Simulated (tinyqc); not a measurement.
What moves the results: shallow acceptor in the spherical four-band model. A value that a table varies takes the place of the one given here.

The ground state 1S3/2 has an L = 0 part f(r) and an L = 2 part g(r). In units of Ry* and a*, with Gaussians f_i = exp(-a_i r^2), g_i = r^2 exp(-a_i r^2), A = a_i + a_j and I(n) = Gamma((n + 1)/2)/(2 A^((n + 1)/2)): S_ff = I(2), S_gg = I(6), H_ff = (6 a_i a_j/A) I(2) - 2 I(1), H_gg = (14 a_i a_j/A) I(6) - 2 I(5), H_fg = -mu [15 I(2) - 20 a_j I(4) + 4 a_j^2 I(6)]; each function is then normalised. The split-off band is left out.

Converged values use 22 exponents 2.2^i, i = -7 to 14, for f and for g.

Units Ry* = Ry/(g1 eps^2) and a* = a0 eps g1; mu = (6 g3 + 4 g2)/(5 g1) is the spherical heavy-light coupling and delta = (g3 - g2)/g1 the cubic term, which is left out.

Constants: Ry = 13.60569312 eV; a0 (Bohr radius) = 0.5291772105 angstrom.

Parameters, chosen for this exercise (near those of a shallow acceptor in Ge; shifted at random, so the results belong to these values and not to a real crystal):
- mus = (0.11, 0.37, 0.51, 0.6, 0.73, 0.8, 0.88) (couplings)
- rc = 1.6 angstrom (radius of the central cell)
- Vs = (3, 1, 0, -1, -2, -3, -4) eV (central-cell strengths)
- g1 = 13.33 (Luttinger gamma1)
- g2 = 4.22 (gamma2)
- g3 = 5.63 (gamma3)
- eps = 16.4 (dielectric constant)

## Strength of the heavy-light coupling

Ry* = 3.7949 meV

Converged values in Ry* and a*; the heavy-mass hydrogen model gives 1/(1 - mu).

Results:

| mu | binding (Ry*) | 1/(1 - mu) | ratio | L = 2 weight | <r> (a*) | binding (meV) |
|---|---|---|---|---|---|---|
| 0.11 | 1.011 | 1.124 | 0.900 | 0.005 | 1.486 | 3.8 |
| 0.37 | 1.142 | 1.587 | 0.720 | 0.059 | 1.340 | 4.3 |
| 0.51 | 1.315 | 2.041 | 0.644 | 0.114 | 1.187 | 5.0 |
| 0.60 | 1.503 | 2.500 | 0.601 | 0.161 | 1.056 | 5.7 |
| 0.73 | 2.017 | 3.704 | 0.545 | 0.244 | 0.811 | 7.7 |
| 0.80 | 2.580 | 5.000 | 0.516 | 0.298 | 0.647 | 9.8 |
| 0.88 | 4.038 | 8.333 | 0.485 | 0.369 | 0.425 | 15.3 |

The binding starts as 1 + O(mu^2), 1.011 at mu = 0.11, since the coupling enters in second order, and reaches 4.04 at mu = 0.88. The ratio to the heavy-mass model falls from 0.90 to 0.48, towards about 0.44 as mu goes to 1: the bound hole is only partly heavy. The L = 2 weight grows to 0.37 and the radius shrinks by a factor 3.5.

## Central-cell correction

mu = 0.76009
a* = 115.684 angstrom

A short-range term V exp(-r^2/rc^2) is added (negative: attracts the hole); its elements are V S (A/(A + 1/rc^2))^(3/2) for f and ^(7/2) for g, in the same units.

Results:

| V (eV) | 1S binding (meV) | 2S binding (meV) | <r> (angstrom) | L = 2 weight |
|---|---|---|---|---|
| 3.0 | 8.3 | 2.48 | 87.5 | 0.266 |
| 1.0 | 8.4 | 2.49 | 86.5 | 0.266 |
| 0.0 | 8.4 | 2.50 | 86.0 | 0.267 |
| -1.0 | 8.5 | 2.51 | 85.4 | 0.267 |
| -2.0 | 8.5 | 2.51 | 84.7 | 0.267 |
| -3.0 | 8.6 | 2.52 | 84.0 | 0.268 |
| -4.0 | 8.7 | 2.54 | 83.2 | 0.268 |

From V = 0 to -4 eV the 1S binding grows by 0.3 meV (4 %) and the 2S binding by 0.04 meV, so the chemical shift sits mainly in the ground state. A repulsion of 3 eV removes 0.1 meV. The slope is 0.09 meV per eV over the last step against 0.05 on the repulsive side, since attraction pulls the state into the cell; over this range the level stays shallow.

## What each parameter does

Converged values. Each row changes one parameter from the base and keeps the others.

Results:

| case | mu | Ry* (meV) | binding (meV) | <r> (angstrom) |
|---|---|---|---|---|
| base | 0.760 | 3.79 | 8.42 | 86.0 |
| g1 = 14.4 | 0.704 | 3.51 | 6.58 | 108.3 |
| g2 = 3.59 | 0.722 | 3.79 | 7.48 | 95.7 |
| g3 = 5.18 | 0.720 | 3.79 | 7.43 | 96.4 |
| eps = 17.7 | 0.760 | 3.26 | 7.23 | 92.8 |

The largest shifts from the base row, up to three for each result and ties (the steps differ in size, so this ranks the rows, not the parameters). mu: g1 -0.056, g3 -0.041, g2 -0.038; unchanged at the printed digits by eps. Ry* (meV): eps -0.54, g1 -0.28; unchanged at the printed digits by g2 and g3. binding (meV): g1 -1.83, eps -1.19, g3 -0.99. <r> (angstrom): g1 +22.3, g3 +10.4, g2 +9.7. g1 acts twice: it lowers Ry* and it lowers mu.

tinyqc: `OMP_NUM_THREADS=1 python tinyqc.py 1251299 1251300 out.jsonl`; about 1 s, one thread, shared Intel(R) Xeon(R) Processor @ 2.30GHz.
